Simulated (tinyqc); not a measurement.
What moves the exposure: standing waves and exposure in a photoresist film.

Normal incidence from air. Unexposed resist: N1 = n1 + i k1 with k1 = (A + B) lam/(4 pi), lam in micrometres. r01 = (1 - N1)/(1 + N1), t01 = 2/(1 + N1). Below the resist lie the layer Na = na + i ka and the substrate Ns = ns + i ks: r12 = (r1a + ras x)/(1 + r1a ras x), x = exp(4 pi i Na da/lam), r1a = (N1 - Na)/(N1 + Na), ras = (Na - Ns)/(Na + Ns). With p = exp(2 pi i N1 d/lam), the field at depth z is E(z) = t01 [exp(2 pi i N1 z/lam) + r12 p^2 exp(-2 pi i N1 z/lam)]/(1 + r01 r12 p^2), the relative intensity I(z) = n1 |E(z)|^2 and the reflectance R = |(r01 + r12 p^2)/(1 + r01 r12 p^2)|^2.

Parameters, chosen for this exercise (a resist on Si, indices near tabulated ones; the results hold for these values, not for the real material):
- lam = 365 nm (vacuum wavelength)
- n1 = 1.708 (resist index)
- A = 0.85 1/micrometre (bleachable absorption (Dill A))
- B = 0.08 1/micrometre (fixed absorption (Dill B))
- d = 956 nm (resist thickness)
- ns = 6.629 (substrate n)
- ks = 2.734 (substrate k)
- na = 1.707 (n of the bottom antireflection layer)
- ka = 0.27 (its k)
- da = 87 nm (its thickness)

The mean of I is over 800 depths.

One parameter was then changed.

Results before and after:
```
case     |r12|^2       R  mean I  I at the bottom
base      0.0475  0.0901  0.6183           0.2892
changed   0.0481  0.0851  0.5706           0.2398
```

Which of these changes was made? (a) da = 97 nm; (b) d = 966 nm; (c) ka = 0.351; (d) n1 = 1.725; (e) ks = 2.461; (f) B = 0.28 1/micrometre.

Answer: (f) B = 0.28 1/micrometre. Of the candidates, run in turn, only this one gives the changed row.

All candidates:
```
case                   |r12|^2       R  mean I  I at the bottom
base                    0.0475  0.0901  0.6183           0.2892
d = 966 nm              0.0475  0.1090  0.6025           0.2808
n1 = 1.725              0.0462  0.1105  0.6036           0.2861
B = 0.28 1/micrometre   0.0481  0.0851  0.5706           0.2398
ks = 2.461              0.0459  0.0889  0.6185           0.2928
da = 97 nm              0.0543  0.1150  0.6049           0.2189
ka = 0.351              0.0210  0.0855  0.6126           0.3018
```

Run: tinyqc, `OMP_NUM_THREADS=1 python tinyqc.py 1681064 1681065 out.jsonl`; Intel(R) Xeon(R) Processor @ 2.30GHz, one thread, shared host; about 0.01 s of CPU time with all checks.
